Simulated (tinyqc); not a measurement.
Worked calculation: valley splitting of a silicon quantum well in envelope theory. Values are carried at full precision from step to step, so a last printed digit may differ when a step is redone from the rounded ones.

Constants: hbar^2/2m0 = 3.80998211 eV angstrom^2; kB = 8.617333262e-05 eV/K.

Inputs chosen for the exercise (near those of a strained Si well in SiGe; not measured data):
- k0 = 0.841 2 pi/a (valley position)
- a = 5.431 angstrom (lattice constant)
- ml = 0.916 m0 (mass along z)
- F = 9.8 mV/nm (field pressing towards the upper interface)
- w = 0.5 angstrom (interface width parameter)
- L = 98 angstrom (well width)
- V0 = 0.19 eV (conduction offset)
- C0 = 0.261 (Bloch overlap factor)
- Yb = 0.3 (Ge share of the barrier)
- Yw = 0 (Ge share of the well)
- ad = 110 angstrom (dot radius)

## Wave number and lengths

q = 2 k0 (2 pi/a), its wavelength, the field length (c/(ml e F))^(1/3) with c = hbar^2/2m0 and 1 mV/nm = 1e-4 eV/angstrom, and the damping factor y/sinh(y), y = pi q w, of a step smoothed as 1/(1 + exp(z/w)).

q = 1.9459 1/angstrom
wavelength = 3.229 angstrom
field length = 16.2 angstrom
damping factor = 0.288

## The envelope

The well lies at 0 < z < L; U(z) = V0 [1/(1 + exp(z/w)) + 1/(1 + exp((L - z)/w))] - e F z, 1 mV/nm = 1e-4 eV/angstrom. The envelope psi solves -(c/ml) psi'' + U psi = E psi, c = hbar^2/2m0, by three-point differences on a grid of 0.1 angstrom from -40 to L + 40 angstrom. The two valleys at +/- k0 couple through D = C0 times the integral of exp(-i q z) U(z) psi^2, q = 2 k0 (2 pi/a), and split by Ev = 2|D|.

Two lowest levels, mean position, and psi^2 at both interfaces.

levels (meV): -63.55  -35.93

<z> = 77.6 angstrom
psi^2 at z = 0 and L (1/angstrom): 4.87e-08  0.00498

The field makes psi^2 at the upper interface 1.02e+05 times that at the lower one. The orbital spacing is 27.6 meV.

## Contributions to the coupling

Split D into the lower barrier, the upper barrier and the field term.

Parts of D (micro-eV):
```
part              real  imaginary    size
lower barrier    0.000      0.000   0.000
upper barrier  -37.847      1.751  37.887
field term      -0.485     -0.061   0.489
```

## Valley splitting and phase

The inter-valley coupling D is the sum of the complex parts; Ev = 2|D|, the valley phase is arg D, and kB T equals Ev at T = Ev/kB.

Ev = 76.7 micro-eV
phase = 3.10 rad
T = 0.89 K

The upper barrier gives the largest part.

## Alloy disorder

Random alloy: with Y(z) = Yw + (Yb - Yw) B(z), B the bracket in U, and in-plane density exp(-r^2/ad^2)/(pi ad^2), D gains a random complex part of variance sigma^2 = (C0^2/pi)(a^2 V0/(8 ad (Yb - Yw)))^2 (4/a) times the integral of psi^4 Y (1 - Y). Alone it gives a mean splitting sqrt(pi) sigma; together with the smooth part the rms splitting is 2 sqrt(|D|^2 + sigma^2).

Give the integral, sigma, the mean splitting from disorder alone and the rms total.

integral = 9.87e-06 1/angstrom
sigma = 8.4 micro-eV
sqrt(pi) sigma = 14.9 micro-eV
rms splitting = 78.6 micro-eV

|D|/sigma = 4.55: the smooth part dominates, and the splitting scatters from dot to dot by about sqrt2 sigma, 15 % of Ev; this needs interfaces sharper than most grown wells have.

## Checks

- Lowest level for sharp walls and no field against the square well, meV: both 3.6.
- Size of one barrier part in that case against C0 V0 psi(0)^2/sqrt(q^2 + 4 kappa^2), micro-eV: both 8.7.

Program tinyqc; command `OMP_NUM_THREADS=1 python tinyqc.py 1251670 1251671 out.jsonl`; about 0.07 s on one thread of a shared Intel(R) Xeon(R) Processor @ 2.30GHz.
